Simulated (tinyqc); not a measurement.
# Trap density from one capacitance

Problem. Traps spread evenly through the insulator exchange electrons with the semiconductor by tunnelling, with tau(x) = t0 exp(2 ka x) at depth x from the interface. The admittance per area Y seen at depth x obeys dY/dx = -Y^2/(i w eps0 eox) + q Nb ln(1 + i w tau)/tau, with Y(0) = i w Cs and w = 2 pi f; the gate sees Y(tox) = G + i w C. Working variable y = Y/(i w), in uF/cm^2. Cox = eps0 eox/tox. Find Nb and G/w.

Values chosen for this exercise:
- eox = 8.54 (relative permittivity of the insulator)
- tox = 6.4 nm (insulator thickness)
- Cs = 2 uF/cm^2 (semiconductor capacitance in accumulation)
- ka = 6.4 1/nm (decay constant of the wave function in the insulator)
- t0 = 2e-9 s (time constant of a trap at the interface)
- f = 10000 Hz (frequency)

Constants: q = 1.602176634e-19 C, eps0 = 8.8541878128e-14 F/cm where lengths are in cm. Results are converted to the units shown.

C = 0.84760869 uF/cm^2

Solution. C rises steadily with Nb, so one density matches; in practice ka and t0 must come from the frequency dependence.

Nb = 6.10e19 cm^-3 eV^-1
G/w = 0.0165 uF/cm^2

Computed by the program tinyqc: `OMP_NUM_THREADS=1 python tinyqc.py 2202218 2202219 out.jsonl`, one thread of a shared Intel Xeon 2.30GHz, about 0.6 s for the whole run.
